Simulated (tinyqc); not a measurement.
Worked calculation: tight binding, dimerised chain. One step of it, computed by the program tinyqc.

Problem. Bloch Hamiltonian at X. H_AA = +delta, H_BB = -delta, H_AB = -t1 - t2 exp(-i k a).

Parameters chosen for this model:
```
parameter     value                      unit
t1         2.120000       eV, inside the cell
t2         1.470000         eV, between cells
delta      0.360000  eV, +/- on the two sites
```

k point X (2 pi / a): 0.500000

Give: H(k) at X.

Solution.

H(k) at X (eV):
```
        A       B
A   0.360  -0.650
B  -0.650  -0.360
```
